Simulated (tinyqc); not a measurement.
Gas flow in a process chamber: flow regimes, conductance, effective pumping speed, pump-down, outgassing and purge: one step, computed by the program tinyqc. Command: `OMP_NUM_THREADS=1 python tinyqc.py 3120028 3120029 out.jsonl pump walk`. One thread of a shared host (Intel(R) Xeon(R) Processor @ 2.30GHz), about 0.05 s of CPU time with the checks.

Ideal gas, isothermal flow, a pump of constant speed at the end of a round pipe; process gas, volume gas and outgassing are given the same properties. 1 sccm = 101325 Pa x 1e-6 m^3/60 s x T/273.15 K.

Question. Molecular flow. Mean speed c = sqrt(8 k_B T/(pi m)); aperture conductance C_a = c pi d^2/16; molecular pipe C_m = C_a/(1 + 3 l/(4 d)) (Dushman form); viscous pipe C_v = pi d^4 p_mean/(128 eta l); Knudsen interpolation C = C_v + C_m (1 + x)/(1 + 1.24 x), x = d p_mean sqrt(m/(k_B T))/eta. Effective speed 1/S_eff = 1/S + 1/C_m; time constant V/S_eff; pressure at which the free path k_B T/(sqrt2 pi d_m^2 p) equals d.

Inputs (values chosen for the exercise, modelled on nitrogen near room temperature):
```
quantity,value,unit
molar mass M,28.01,g/mol
molecular diameter,0.37,nm
temperature T,350,K
chamber volume V,120,L
pipe diameter d,4,cm
pipe length l,14,cm
pump speed S,8.6,L/s
```

Constants: k_B = 1.380649e-23 J/K; u = 1.6605390666e-27 kg.

Give: mean speed c; C_a; C_m; S_eff in molecular flow; time constant; pressure where the free path equals d.

Answer.

mean speed c = 514.4 m/s

C_a = 161.6 L/s

C_m = 44.58 L/s

S_eff in molecular flow = 7.209 L/s

time constant = 16.65 s

pressure where the free path equals d = 0.1986 Pa

The pipe passes on 84 % of the pump speed.
